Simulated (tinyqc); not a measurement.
## Doping from the body effect

Question. The threshold of a long MOSFET, counted against the source, shifts by gamma (sqrt(2 phiF + Vsb) - sqrt(2 phiF)) with gamma = sqrt(2 eps0 eps_r q N)/Cox. Find 2 phiF, gamma and N from two shifts.

Values chosen for this exercise: relative permittivity eps_r = 9.57.

Constants: q = 1.602176634e-19 C, eps0 = 8.8541878128e-14 F/cm where lengths are in cm. Results are converted to the units shown.

|VT - VT(0)| at source-body biases 1 and 2 V (V): 0.0057843317  0.010886694
Cox = 1.0464040 uF/cm^2

Answer. The ratio of the shifts depends on 2 phiF alone and rises steadily with it, so it fixes 2 phiF; either shift then gives gamma, and gamma gives N.

2 phiF = 3.038 V
gamma = 0.02171 V^0.5
N = 1.900e15 cm^-3

Numbers from tinyqc (`OMP_NUM_THREADS=1 python tinyqc.py 2060126 2060127 out.jsonl`; about 0.01 s on one thread of a shared Intel Xeon 2.30GHz).
